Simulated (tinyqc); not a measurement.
Worked calculation: strain, valley repopulation and piezoresistance in a many-valley conduction band. Computed by tinyqc, a small Python program that keeps every step. Command: `OMP_NUM_THREADS=1 python tinyqc.py 3029362 3029363 out.jsonl valleys walk`. One thread of a shared host (Intel(R) Xeon(R) Processor @ 2.30GHz), about 0.03 s of CPU time with the checks. Intermediate numbers are printed to about 5 digits and carried at full precision; extremes and crossings named in words are read from the listed rows.

Valleys are ellipsoids with mass m_l along the axis a and m_t across it, parabolic, with one constant relaxation time; strain shifts the valleys and leaves the masses alone. Currents are taken along [110], along the load, and along [001], across the load.

Inputs (values chosen for the exercise, modelled on silicon): longitudinal mass m_l = 0.892 m_0; transverse mass m_t = 0.19 m_0; shear deformation potential Xi_u = 9.13 eV; dilation deformation potential Xi_d = 1.1 eV; C11 = 167 GPa; C12 = 64.1 GPa; C44 = 80.2 GPa; stress X (tension positive) = 77 MPa; electron density n = 3.1e+19 1/cm^3; relaxation time tau = 48 fs; temperature T = 350 K.

Valley axes: <100> (6 valleys in 3 pairs). Load: uniaxial [110].

Constants: k_B = 8.617333262e-05 eV/K; m_0 = 9.1093837015e-31 kg; k_B = 1.380649e-23 J/K; hbar = 1.054571817e-34 J s; e = 1.602176634e-19 C.

## Strain

Compliances S11 = (C11 + C12)/((C11 - C12)(C11 + 2 C12)), S12 = -C12/((C11 - C12)(C11 + 2 C12)), S44 = 1/C44; stress sigma_ij = X n_i n_j for the unit vector n of the load; e_xx = S11 sigma_xx + S12 (sigma_yy + sigma_zz), e_xy = S44 sigma_xy/2 (tensor strain).

strain tensor (%), rows x, y, z:
```
[[0.021166, 0.024002, 0.000000],
 [0.024002, 0.021166, 0.000000],
 [0.000000, 0.000000, -0.016249]]
```

## Valley shifts

Herring-Vogt shift of a valley with unit axis a: dE = Xi_d tr(e) + Xi_u a.e.a.

shifts dE (meV): x 2.2194, y 2.2194, z -1.1966

splitting (highest minus lowest) = 3.4160 meV

Lowest: z; the splitting is 0.113 k_B T.

## Populations

Each of the 6 valleys holds n_v = N_v (2/sqrt(pi)) F_1/2((E_F - dE_v)/(k_B T)), N_v = 2 (m_d k_B T/(2 pi hbar^2))^(3/2), m_d = (m_l m_t^2)^(1/3); E_F solves sum n_v = n and is counted from the unstrained edge. F_j(eta) = int_0^infinity x^j/(1 + exp(x - eta)) dx, without a gamma-function factor. It is evaluated after integrating by parts. Integrals over x = E/(k_B T) use 160 Gauss-Legendre points in u = sqrt(x) from 0 to sqrt(max(eta, 0) + 32).

Fermi level E_F = 7.8164 meV

share of the electrons (per pair): x 0.32365, y 0.32365, z 0.35269

## Mobility tensor and resistance change

Mobility tensor mu = e tau sum_v (n_v/n) [1/m_t + (1/m_l - 1/m_t) a a^T]; unstrained mu_0 = e tau (1/m_l + 2/m_t)/3; resistivity along d from the inverse tensor, rho_d = d.mu^-1.d/(n e), mobility along d = 1/(d.mu^-1.d); gauge pi_d = (rho_d/rho_0 - 1)/X.

mobility tensor (cm^2/(V s)), rows x, y, z:
```
[[331.16, 0.00, 0.00],
 [0.00, 331.16, 0.00],
 [0.00, 0.00, 321.00]]
```

unstrained mobility mu_0 = 327.77 cm^2/(V s)

mobility along the first direction = 331.16 cm^2/(V s)

mobility along the second direction = 321.00 cm^2/(V s)

resistance change along the first direction = -1.0220 %

resistance change along the second direction = 2.1087 %

The mobility lies between e tau/m_l = 94.6 and e tau/m_t = 444; the trace stays at 3 mu_0. Along the first direction the filled valleys present more of their light mass.

## Linear piezoresistance coefficients

With eta_0 the reduced Fermi level without strain, r = F_-1/2(eta_0)/(2 F_1/2(eta_0)) (1 for a classical gas) and c = r (Xi_u/k_B T) (m_l - m_t)/(2 m_l + m_t): pi11 = -(2/3) c (S11 - S12), pi12 = -pi11/2, pi44 = 0, with S11 - S12 = 1/(C11 - C12).

eta_0 = 0.22416

degeneracy factor r = 0.76102

pi11 = -53.077 1e-11/Pa

pi12 = 26.539 1e-11/Pa

pi44 = 0 1e-11/Pa

Degeneracy lowers the coefficients to 76 % of the classical value.

## Full result against the linear law

Linear theory: pi_l = (pi11 + pi12 + pi44)/2, pi_t = pi12 along [001].

Resistance changes (%); at 2000 MPa the strain is near or above 1 %, where band warping, left out here, matters:
```
X (MPa)  splitting (meV)  largest share  first direction   linear  second direction   linear
-2000             88.727        0.48072           18.658   26.539            -23.92  -53.077
-1000             44.363        0.43376           12.000   13.269            -17.65  -26.539
-400              17.745        0.37976            5.211    5.308             -9.01  -10.615
-150               6.655        0.35156            1.983    1.990             -3.74   -3.981
-50                2.218        0.33951            0.663    0.663             -1.30   -1.327
50                 2.218        0.34586           -0.664   -0.663              1.35    1.327
150                6.655        0.37139           -1.990   -1.990              4.23    3.981
400               17.745        0.43743           -5.261   -5.308             12.49   10.615
1000              44.363        0.59950          -12.433  -13.269             39.66   26.539
2000              88.727        0.82609          -20.814  -26.539            110.84   53.077
```

Along the first direction the linear law holds within 10 % for 8 of the 10 stresses, at -1000, -400, -150, -50.0, 50.0, 150, 400, 1000 MPa. At the largest compression the full change is +18.7 % against the linear +26.5 %, at the largest tension -20.8 % against -26.5 %: once the splitting is comparable with k_B T (or E_F) the populations no longer follow it linearly, and the change must saturate when the upper valleys are empty.

Checks made by the program: trace of the tensor against 3 mu_0 (relative difference below 1e-10); linear coefficients against the full calculation at 0.01 MPa (relative difference 8e-07).
